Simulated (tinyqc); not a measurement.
Worked calculation: RKS/BLYP in the sto-3g basis, for BeH2, spin multiplicity 1. One step of it, computed by the program tinyqc.

Question. Iteration 1: diagonalisation and new density. A level shift of 0.5 hartree raises the virtual space: F + shift (S - S D(s) S), with D(s) the density of one spin (D/2). Diagonalise F' = X^T F X, C = X C', fill 3 alpha and 3 beta electrons from the bottom; D = 2 C_occ C_occ^T; the new density keeps 0.3 of the old one (damping). Each column has its largest component positive (the first on a tie).

Kohn-Sham matrix F (hartree):
```
,1Be 1s,1Be 2s,1Be 2px,1Be 2py,1Be 2pz,2H 1s,3H 1s
1Be 1s,-3.084489,-0.951839,0.000000,0.000000,0.003485,-0.080924,-0.080924
1Be 2s,-0.951839,-0.203181,0.000000,0.000000,0.005836,-0.119227,-0.119227
1Be 2px,0.000000,0.000000,0.300810,0.000000,0.000000,0.000000,0.000000
1Be 2py,0.000000,0.000000,0.000000,0.195509,0.000000,-0.123090,0.123090
1Be 2pz,0.003485,0.005836,0.000000,0.000000,0.300722,-0.007556,-0.007556
2H 1s,-0.080924,-0.119227,0.000000,-0.123090,-0.007556,-0.192246,-0.003712
3H 1s,-0.080924,-0.119227,0.000000,0.123090,-0.007556,-0.003712,-0.192246
```

X:
```
,1Be 1s,1Be 2s,1Be 2px,1Be 2py,1Be 2pz,2H 1s,3H 1s
1Be 1s,1.028022,-0.144676,0.000000,0.000000,-0.000842,0.018433,0.018433
1Be 2s,-0.144676,1.090492,0.000000,0.000000,0.005908,-0.151132,-0.151132
1Be 2px,0.000000,0.000000,1.000000,0.000000,0.000000,0.000000,0.000000
1Be 2py,0.000000,0.000000,0.000000,1.112217,0.000000,-0.208274,0.208274
1Be 2pz,-0.000842,0.005908,0.000000,0.000000,1.000546,-0.014044,-0.014044
2H 1s,0.018433,-0.151132,0.000000,-0.208274,-0.014044,1.086996,-0.027193
3H 1s,0.018433,-0.151132,0.000000,0.208274,-0.014044,-0.027193,1.086996
```

D at the start:
```
,1Be 1s,1Be 2s,1Be 2px,1Be 2py,1Be 2pz,2H 1s,3H 1s
1Be 1s,2.146122,-0.562159,0.000000,0.000000,-0.044909,0.013752,0.013752
1Be 2s,-0.562159,2.151776,0.000000,0.000000,0.185757,-0.022166,-0.022166
1Be 2px,0.000000,0.000000,0.000000,0.000000,0.000000,0.000000,0.000000
1Be 2py,0.000000,0.000000,0.000000,2.142145,0.000000,-0.109822,0.109822
1Be 2pz,-0.044909,0.185757,0.000000,0.000000,0.016042,-0.001899,-0.001899
2H 1s,0.013752,-0.022166,0.000000,-0.109822,-0.001899,0.005890,-0.005370
3H 1s,0.013752,-0.022166,0.000000,0.109822,-0.001899,-0.005370,0.005890
```

overlap S:
```
,1Be 1s,1Be 2s,1Be 2px,1Be 2py,1Be 2pz,2H 1s,3H 1s
1Be 1s,1.000000,0.259517,0.000000,0.000000,0.000000,0.021103,0.021103
1Be 2s,0.259517,1.000000,0.000000,0.000000,0.000000,0.266734,0.266734
1Be 2px,0.000000,0.000000,1.000000,0.000000,0.000000,0.000000,0.000000
1Be 2py,0.000000,0.000000,0.000000,1.000000,0.000000,0.349127,-0.349127
1Be 2pz,0.000000,0.000000,0.000000,0.000000,1.000000,0.025510,0.025510
2H 1s,0.021103,0.266734,0.000000,0.349127,0.025510,1.000000,0.003307
3H 1s,0.021103,0.266734,0.000000,-0.349127,0.025510,0.003307,1.000000
```

Give: F' = X^T F X; orbital energies; coefficients C; D after iteration 1.

Answer.

F' = X^T F X (hartree):
```
,1,2,3,4,5,6,7
1,-2.986,-0.582,0.000,0.000,0.006,0.020,0.020
2,-0.582,0.078,0.000,0.000,-0.030,-0.162,-0.162
3,0.000,0.000,0.801,0.000,0.000,0.000,0.000
4,0.000,0.000,0.000,0.358,0.000,-0.231,0.231
5,0.006,-0.030,0.000,0.000,0.798,-0.017,-0.017
6,0.020,-0.162,0.000,-0.231,-0.017,0.356,-0.023
7,0.020,-0.162,0.000,0.231,-0.017,-0.023,0.356
```

orbital energies (hartree): MO1 -3.092, MO2 0.015, MO3 0.041, MO4 0.500, MO5 0.696, MO6 0.800, MO7 0.801

coefficients C:
```
,MO1,MO2,MO3,MO4,MO5,MO6,MO7
1Be 1s,0.985,-0.252,0.000,-0.211,0.000,0.011,0.000
1Be 2s,0.054,0.761,0.000,0.820,0.000,-0.028,0.000
1Be 2px,0.000,0.000,0.000,0.000,0.000,0.000,1.000
1Be 2py,0.000,0.000,0.594,0.000,0.985,0.000,0.000
1Be 2pz,0.000,0.043,0.000,0.014,0.000,1.000,0.000
2H 1s,-0.006,0.318,0.399,-0.695,-0.711,-0.033,0.000
3H 1s,-0.006,0.318,-0.399,-0.695,0.711,-0.033,0.000
```

D after iteration 1:
```
,1Be 1s,1Be 2s,1Be 2px,1Be 2py,1Be 2pz,2H 1s,3H 1s
1Be 1s,2.091,-0.362,0.000,0.000,-0.028,-0.116,-0.116
1Be 2s,-0.362,1.461,0.000,0.000,0.101,0.331,0.331
1Be 2px,0.000,0.000,0.000,0.000,0.000,0.000,0.000
1Be 2py,0.000,0.000,0.000,1.136,0.000,0.298,-0.298
1Be 2pz,-0.028,0.101,0.000,0.000,0.007,0.018,0.018
2H 1s,-0.116,0.331,0.000,0.298,0.018,0.365,-0.083
3H 1s,-0.116,0.331,0.000,-0.298,0.018,-0.083,0.365
```
